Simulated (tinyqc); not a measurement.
Concentration-dependent dopant diffusion with charged defects and the built-in field: one step, computed by the program tinyqc. Command: `OMP_NUM_THREADS=1 python tinyqc.py 3022487 3022488 out.jsonl extrinsic walk`. One thread of a shared host (Intel(R) Xeon(R) Processor @ 2.30GHz), about 0.09 s of CPU time with the checks.

A constant source C_s feeds a half space. The dopant moves through neutral point defects and through charged ones, whose number grows with the majority carrier density n.

Problem. Diffusivity at the surface. n = C/2 + sqrt(C^2/4 + n_i^2); D(C) = h [Dx + D1 (n/n_i)], h = 1.

Inputs (values chosen for the exercise, modelled on boron in silicon): surface concentration C_s = 3e+19 1/cm^3; temperature T = 850 C.

Field enhancement: off.

n_i = 2.826352e+18 1/cm^3

partial diffusivities (cm^2/s): Dx 9.727010e-18, D1 1.447493e-16

intrinsic diffusivity D_i = 1.544763e-16 cm^2/s

Give: n/n_i; field factor h; surface diffusivity D_s; enhancement D_s/D_i.

Solution.

n/n_i = 10.71

field factor h = 1

surface diffusivity D_s = 1.560e-15 cm^2/s

enhancement D_s/D_i = 10.10

C_s is 10.6 times n_i: diffusion is extrinsic near the surface. Caution: the built-in field is switched off although C_s exceeds n_i; with it D_s would be larger by the factor 1 + C_s/sqrt(C_s^2 + 4 n_i^2).
